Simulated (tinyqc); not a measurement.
Equal gaps, different models: fitting sp3s* parameters to three gaps by Newton steps.

sp3s* tight binding, nearest neighbours only: anion (a) at 0, cation (c) at a/4 (1,1,1), orbitals s, px, py, pz, s* on each; k in units of 2 pi/a. With phases e_j = exp(i (pi/2) k.n_j) for n = (1,1,1), (1,-1,-1), (-1,1,-1), (-1,-1,1): g0 = (e1+e2+e3+e4)/4, g1 = (e1+e2-e3-e4)/4, g2 = (e1-e2+e3-e4)/4, g3 = (e1-e2-e3+e4)/4. The diagonal holds the levels Esa, Epa, Exa (s*) and Esc, Epc, Exc. Anion-cation block: <sa|sc> = Vss g0; <sa|xc> = Vsapc g1; <xa|sc> = -Vscpa g1; <xa|xc> = Vxx g0; <xa|yc> = <ya|xc> = Vxy g3, <xa|zc> = <za|xc> = Vxy g2, <ya|zc> = <za|yc> = Vxy g1; <s*a|xc> = Vxapc g1; <xa|s*c> = -Vpaxc g1; y and z take g2 and g3 in place of g1; s-s* and s*-s* vanish.

Gaps are level 5 at Gamma, X = (1,0,0) and L = (1/2,1/2,1/2) less level 4 at Gamma; no spin-orbit coupling. Free parameters: Vss, Exa and Exc. H is linear in them, so by Hellmann-Feynman J_ij = <u|dH/dp_j|u> for level 5 at point i less the same for level 4 at Gamma. Newton: p(new) = p + J^-1 (target - gaps); stop when all misses are below 1e-7 eV.

Constants: hbar^2/2m0 = 3.80998211 eV angstrom^2.

Values chosen for the exercise (out of a larger set: near a published set for GaAs, fitted to gaps, whose masses and valley positions are rough; not measured data):
- p = (-8.401, 1.045, -2.661, 3.691, 8.634, 6.739, -6.473, 1.963, 5.063, 4.469, 5.755, 4.86, 4.827) eV (start, order Esa, Epa, Esc, Epc, Exa, Exc, Vss, Vxx, Vxy, Vsapc, Vscpa, Vxapc, Vpaxc)
- tg = (1.6075, 2.0695, 1.6993) eV (target gaps at Gamma, X, L)
- a = 5.65 angstrom (lattice constant)

The same three targets are met with other triples of free parameters (those for which Newton converges within 3 eV of the start). Not fitted: level 5 at K = (3/4,3/4,0) above Ev, the spacing of levels 6 and 5 at X, the depth of level 2 at X below Ev, the valence width at Gamma, and the mass c q^2/(E(q) - E(0)) of level 5 along [100], q = 0.002 (2 pi/a), c = hbar^2/2m0.

Unfitted results:
```
free parameters    largest change (eV)  K (eV)  X spacing (eV)  level 2 at X (eV)  valence width (eV)  mass (m0)
start                            0.000   1.976           0.319              7.475              12.613     0.1202
Vss, Vxapc, Vpaxc                0.064   2.002           0.249              7.488              12.671     0.1260
Esc, Vxapc, Vpaxc                0.182   1.993           0.198              7.479              12.588     0.1254
Vss, Vsapc, Vpaxc                0.152   1.991           0.184              7.517              12.671     0.1248
Esa, Vxapc, Vscpa                0.195   2.002           0.251              7.436              12.476     0.1279
Vss, Exa, Exc                    0.131   2.002           0.248              7.480              12.671     0.1260
Esc, Vsapc, Exc                  0.543   1.977           0.116              7.455              12.588     0.1243
```

All fitted rows have the same three gaps, yet they spread by 25 meV at K, 135 meV in the X spacing, 81 meV in level 2 at X, 195 meV in the valence width and 2.9 % in the mass. The smallest change of parameters, 0.064 eV, is that of Vss, Vxapc, Vpaxc. A fit fixes what it was given and leaves the rest to the choice of free parameters.

tinyqc: `OMP_NUM_THREADS=1 python tinyqc.py 1452224 1452225 out.jsonl`; about 0.1 s, one thread, shared Intel(R) Xeon(R) Processor @ 2.30GHz.
